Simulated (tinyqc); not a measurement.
# Transfer-length model of a contact: effect of the contact length

A metal contact of length d and width W on a thin layer of the same width. The metal has no resistance, the sheet resistance under it equals Rsh, and current enters the layer at the front edge x = 0.

Transfer length Lt = sqrt(rc/Rsh); front resistance Rc = (Rsh Lt/W) coth(d/Lt); end resistance Re = (Rsh Lt/W)/sinh(d/Lt).

Inputs (values chosen for the exercise):
- Rsh = 2400 ohm/sq (sheet resistance of the semiconductor layer)
- rc = 2.1e-7 ohm cm^2 (specific contact resistivity)
- W = 6.4 um (contact width)

Effect of the contact length:
```
d (um),d/Lt,Rc W (ohm um),rc/d (ohm um),Re/Rc
0.016,0.1710,1325,1312,0.9855
0.025,0.2673,859.9,840.0,0.9653
0.038,0.4062,582.7,552.6,0.9228
0.059,0.6307,401.9,355.9,0.8295
0.091,0.9728,299.4,230.8,0.6615
0.14,1.497,248.2,150.0,0.4264
0.22,2.352,228.6,95.45,0.1887
0.34,3.635,224.8,61.76,0.05274
0.52,5.559,224.5,40.38,0.007705
```

Read the table: what changes, and by how much?

Rc W falls from 1330 to 225 ohm um, as d^(-0.97) between the first two rows. It levels off at sqrt(rc Rsh) = 224 ohm um and, among the rows, is within 5 % of that from d = 0.22 um on (Lt = 0.0935 um): metal beyond two transfer lengths lowers Rc by less than 4 %.

tinyqc, about 0.01 s, one thread, Intel Xeon 2.30GHz (shared host): `OMP_NUM_THREADS=1 python tinyqc.py 2760020 2760021 out.jsonl`
